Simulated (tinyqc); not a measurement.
ROHF in the sto-3g basis, for BeH, spin multiplicity 2, step by step. One step of it, computed by the program tinyqc.

Problem. Iteration 2: building the Fock matrix. J_ij = sum D_kl (ij|kl) with D = D(alpha) + D(beta), K_ij = sum D_kl (ik|jl) for each spin; F = H + J - K(s); E = tr D H + tr D J / 2 - 0.5 sum_s tr D(s) K(s) + E_nn.

D(alpha) after iteration 1, lower triangle:
```
            1Be 1s     1Be 2s   1Be 2px   1Be 2py   1Be 2pz     2H 1s
1Be 1s    1.067670
1Be 2s   -0.262185   1.040243
1Be 2px   0.000000   0.000000  0.000000
1Be 2py   0.000000   0.000000  0.000000  0.000000
1Be 2pz   0.062187  -0.265234  0.000000  0.000000  0.230675
2H 1s    -0.007833  -0.092681  0.000000  0.000000  0.325761  0.568618
```

D(beta) after iteration 1, lower triangle:
```
            1Be 1s    1Be 2s   1Be 2px   1Be 2py   1Be 2pz     2H 1s
1Be 1s    1.024770
1Be 2s   -0.095525  0.392808
1Be 2px   0.000000  0.000000  0.000000
1Be 2py   0.000000  0.000000  0.000000  0.000000
1Be 2pz  -0.031692  0.099464  0.000000  0.000000  0.025242
2H 1s    -0.117846  0.334695  0.000000  0.000000  0.085022  0.286505
```

core Hamiltonian H = T + V (hartree), lower triangle:
```
            1Be 1s     1Be 2s    1Be 2px    1Be 2py    1Be 2pz      2H 1s
1Be 1s   -8.207862
1Be 2s   -2.020687  -2.430844
1Be 2px   0.000000   0.000000  -1.931870
1Be 2py   0.000000   0.000000   0.000000  -1.931870
1Be 2pz  -0.013401  -0.123825   0.000000   0.000000  -2.024832
2H 1s    -0.345049  -0.912953   0.000000   0.000000  -1.012563  -1.825179
```

Two-electron integrals (ij|kl) in chemists' order, unique and non-zero (hartree):
```
(11|11) 2.298831   (21|11) 0.392036   (21|21) 0.079539   (22|11) 0.570988
(22|21) 0.143041   (22|22) 0.417683   (31|31) 0.014607   (32|31) 0.021888
(32|32) 0.092265   (33|11) 0.569578   (33|21) 0.143083   (33|22) 0.417589
(33|33) 0.449859   (41|41) 0.014607   (42|41) 0.021888   (42|42) 0.092265
(43|43) 0.024249   (44|11) 0.569578   (44|21) 0.143083   (44|22) 0.417589
(44|33) 0.401360   (44|44) 0.449859   (51|51) 0.014607   (52|51) 0.021888
(52|52) 0.092265   (53|53) 0.024249   (54|54) 0.024249   (55|11) 0.569578
(55|21) 0.143083   (55|22) 0.417589   (55|33) 0.401360   (55|44) 0.401360
(55|55) 0.449859   (61|11) 0.064905   (61|21) 0.013161   (61|22) 0.023877
(61|33) 0.023713   (61|44) 0.023713   (61|51) 0.001158   (61|52) 0.002193
(61|55) 0.024217   (61|61) 0.002283   (62|11) 0.170578   (62|21) 0.043428
(62|22) 0.139900   (62|33) 0.134440   (62|44) 0.134440   (62|51) 0.005658
(62|52) 0.035922   (62|55) 0.150692   (62|61) 0.007951   (62|62) 0.072241
(63|31) 0.003811   (63|32) 0.018261   (63|53) 0.006077   (63|63) 0.006279
(64|41) 0.003811   (64|42) 0.018261   (64|54) 0.006077   (64|64) 0.006279
(65|11) 0.188029   (65|21) 0.048423   (65|22) 0.163411   (65|33) 0.153752
(65|44) 0.153752   (65|51) 0.009117   (65|52) 0.055636   (65|55) 0.182562
(65|61) 0.009224   (65|62) 0.095579   (65|65) 0.129981   (66|11) 0.339427
(66|21) 0.087908   (66|22) 0.318297   (66|33) 0.295537   (66|44) 0.295537
(66|51) 0.012854   (66|52) 0.107249   (66|55) 0.363534   (66|61) 0.016427
(66|62) 0.212497   (66|65) 0.297397   (66|66) 0.774606
```

nuclear repulsion = 1.36298058 hartree

Give: Coulomb J; exchange K(alpha); exchange K(beta); F(alpha); F(beta); total energy of this density.

Solution.

Coulomb J (hartree), lower triangle:
```
         1Be 1s  1Be 2s  1Be 2px  1Be 2py  1Be 2pz   2H 1s
1Be 1s   6.0047
1Be 2s   1.1377  2.2660
1Be 2px  0.0000  0.0000   2.2287
1Be 2py  0.0000  0.0000   0.0000   2.2287
1Be 2pz  0.0146  0.1250   0.0000   0.0000   2.3307
2H 1s    0.1911  0.8465   0.0000   0.0000   1.0268  2.1672
```

exchange K(alpha) (hartree), lower triangle:
```
         1Be 1s   1Be 2s  1Be 2px  1Be 2py  1Be 2pz   2H 1s
1Be 1s   2.3335
1Be 2s   0.4013   0.5036
1Be 2px  0.0000   0.0000   0.1098
1Be 2py  0.0000   0.0000   0.0000   0.1098
1Be 2pz  0.0025  -0.0223   0.0000   0.0000   0.3863
2H 1s    0.0708   0.2550   0.0000   0.0000   0.3369  0.6484
```

exchange K(beta) (hartree), lower triangle:
```
          1Be 1s  1Be 2s  1Be 2px  1Be 2py  1Be 2pz   2H 1s
1Be 1s    2.3068
1Be 2s    0.4002  0.3308
1Be 2px   0.0000  0.0000   0.0618
1Be 2py   0.0000  0.0000   0.0000   0.0618
1Be 2pz  -0.0020  0.1508   0.0000   0.0000   0.1618
2H 1s     0.0640  0.2792   0.0000   0.0000   0.2311  0.4618
```

F(alpha) (hartree), lower triangle:
```
          1Be 1s   1Be 2s  1Be 2px  1Be 2py  1Be 2pz    2H 1s
1Be 1s   -4.5367
1Be 2s   -1.2843  -0.6684
1Be 2px   0.0000   0.0000   0.1871
1Be 2py   0.0000   0.0000   0.0000   0.1871
1Be 2pz  -0.0013   0.0235   0.0000   0.0000  -0.0804
2H 1s    -0.2248  -0.3214   0.0000   0.0000  -0.3226  -0.3064
```

F(beta) (hartree), lower triangle:
```
          1Be 1s   1Be 2s  1Be 2px  1Be 2py  1Be 2pz    2H 1s
1Be 1s   -4.5100
1Be 2s   -1.2832  -0.4956
1Be 2px   0.0000   0.0000   0.2351
1Be 2py   0.0000   0.0000   0.0000   0.2351
1Be 2pz   0.0031  -0.1496   0.0000   0.0000   0.1441
2H 1s    -0.2180  -0.3456   0.0000   0.0000  -0.2168  -0.1198
```

total energy of this density = -14.889456 hartree
